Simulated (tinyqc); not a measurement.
Polycrystalline film, grain-boundary barriers (Seto model): two steps of the calculation.

One-dimensional grains of size Lg with donors N; each boundary has Qt acceptor-like traps per area at one level Et below the band edge. Trapped electrons qt deplete a width w = qt/N (both sides together) and raise a barrier Vb = q N w^2/(8 eps0 eps_r). Current crosses the barriers by thermionic emission at small bias. Abrupt depletion, full ionisation, Boltzmann statistics.

Inputs (values chosen for the exercise); values close to those of polycrystalline silicon:
- T = 250 K (temperature)
- eps_r = 11.7 (relative permittivity of the semiconductor)
- Lg = 30 nm (grain size)
- Qt = 1.2e12 cm^-2 (trap density at a boundary)
- N = 2.2e18 cm^-3 (donor density)
- mg = 260 cm^2/(V s) (mobility inside a grain)
- vc = 4.9e6 cm/s (collection velocity at the barrier)
- Nc = 2.13e19 cm^-3 (conduction-band density of states at T)
- Et = 0.4 eV (trap level below the band edge)

Constants: q = 1.602176634e-19 C, kB = 1.380649e-23 J/K, Vt = kB T/q, eps0 = 8.8541878128e-14 F/cm where lengths are in cm. Results are converted to the units shown.

Problem 1. Trapped charge. w = qt/N, Vb = q N w^2/(8 eps0 eps_r), out = Qt/(1 + 2 (Nc/N) exp((Vb - Et)/Vt)); qt(new) = out.

qt at the start = 1.1e12 cm^-2

Wanted: w; Vb; out; qt after iteration 1.

Solution 1.

w = 5.000 nm
Vb = 0.01063 V
out = 1.200e12 cm^-2
qt after iteration 1 = 1.200e12 cm^-2

Problem 2. Barrier, resistivity and effective mobility. Partly depleted grains: the density at the grain centre is n0 = N and qt = Qt/(1 + 2 (Nc/N) exp((Vb - Et)/Vt)). If that gives qt >= N Lg, the grains are fully depleted: qt = N Lg, w = Lg and n0 = 2 Nc exp((Vb - Et)/Vt)/(Qt/(N Lg) - 1). Resistivity: barriers rb = Vt exp(Vb/Vt)/(q n0 vc Lg), grain interior rg = (1 - w/Lg)/(q mg N); effective mobility 1/(q N (rb + rg)).

Give: qt; w; Vb; n0; rb; rg; effective mobility.

Solution 2.

qt = 1.2000e12 cm^-2
w = 5.4545 nm
Vb = 0.012654 V
n0 = 2.2000e18 cm^-3
rb = 0.0074809 ohm cm
rg = 0.0089278 ohm cm
effective mobility = 172.90 cm^2/(V s)

The grains are partly depleted, 100 % of the traps are filled and the barriers give 45.6 % of the resistivity.

Range of the model: The barrier is under 2 Vt, where the abrupt-depletion and emission pictures are rough.

Computed by the program tinyqc: `OMP_NUM_THREADS=1 python tinyqc.py 2610115 2610116 out.jsonl`, one thread of a shared Intel Xeon 2.30GHz, about 0.01 s for the whole run.
